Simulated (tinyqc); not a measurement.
# Joule-heated wire on a substrate, fin equation: effects of single changes

A wire of length L loses heat along itself to two contacts and sideways to the substrate: kap A theta'' - g theta + p = 0 with theta = T - T0 and p(x) = p0 exp(-((x/L - x0)/sg)^2/2). The ends are held at T0. Constant conductivity, diffusive heat flow.

Inputs (values chosen for the exercise):
- kap = 83 W/(m K) (conductivity along the wire)
- A = 300 nm^2 (cross-section)
- g = 1 W/(m K) (conductance per length to the substrate)
- L = 980 nm (length between the contacts)
- Rc = 0 K/uW (thermal resistance of each contact)
- p0 = 0.097 uW/nm (peak heating per length)
- x0 = 0.68 (place of the hot spot as a share of L)
- sg = 0.09 (width of the hot spot as a share of L)

Each table varies one quantity; the others keep the values above.

## Effect of the place of the hot spot as a share of L

The equation is solved on 800 equal steps and the peak is the largest node value. LH = sqrt(kap A/g); the share is the integral of g theta over that of p.

The same in every row: LH (nm) = 157.8; L/LH = 6.210.

Effect of the place of the hot spot as a share of L:
```
x0	peak theta (K)	peak/(p0/g)	share to the substrate (%)
0.5	45.46	0.4686	89.54
0.57	45.33	0.4673	88.54
0.65	44.73	0.4611	84.67
0.72	43.37	0.4471	78.26
0.8	39.62	0.4085	66.68
0.88	31.53	0.3250	51.91
0.95	20.72	0.2136	39.60
```

What does the table show?

As x0 goes from 0.5 to 0.95, the peak theta falls from 45.5 to 20.7 K and the share of heat to the substrate falls from 89.5 to 39.6 %; L/LH is 6.21 throughout.

## Effect of the conductance per length to the substrate

Same model as above.

Effect of the conductance per length to the substrate:
```
g (W/(m K))	LH (nm)	L/LH	peak theta (K)	peak/(p0/g)	share to the substrate (%)
0.1	499.0	1.964	119.0	0.1227	29.06
0.22	336.4	2.913	94.25	0.2138	47.82
0.46	232.7	4.212	68.45	0.3246	66.47
1	157.8	6.210	44.29	0.4566	82.32
2.2	106.4	9.212	26.12	0.5924	92.36
4.6	73.57	13.32	14.98	0.7102	97.11
10	49.90	19.64	7.904	0.8149	99.14
```

What does the table show?

As g goes from 0.1 to 10 W/(m K), the peak theta falls from 119 to 7.90 K and the share of heat to the substrate rises from 29.1 to 99.1 %; L/LH goes from 2.0 to 20. Where L/LH is smallest the peak reaches 0.12 of p0/g, where it is largest 0.81.

## Effect of the width of the hot spot as a share of L

Same model as above.

The same in every row: LH (nm) = 157.8; L/LH = 6.210.

Results:
```
sg	peak theta (K)	peak/(p0/g)	share to the substrate (%)
0.03	19.20	0.1980	84.59
0.06	33.53	0.3457	83.77
0.09	44.29	0.4566	82.32
0.15	58.43	0.6024	78.71
0.18	63.07	0.6502	77.39
0.21	66.67	0.6874	76.36
0.24	69.54	0.7169	75.50
```

Estimate the missing row, sg = 0.12.

Computed row:
```
sg	peak theta (K)	peak/(p0/g)	share to the substrate (%)
0.12	52.36	0.5398	80.43
```

With this row back in the table: As sg goes from 0.03 to 0.24, the peak theta rises from 19.2 to 69.5 K and the share of heat to the substrate falls from 84.6 to 75.5 %; L/LH is 6.21 throughout.

Computed by the program tinyqc: `OMP_NUM_THREADS=1 python tinyqc.py 2520131 2520132 out.jsonl`, one thread of a shared Intel Xeon 2.30GHz, about 0.01 s for the whole run.
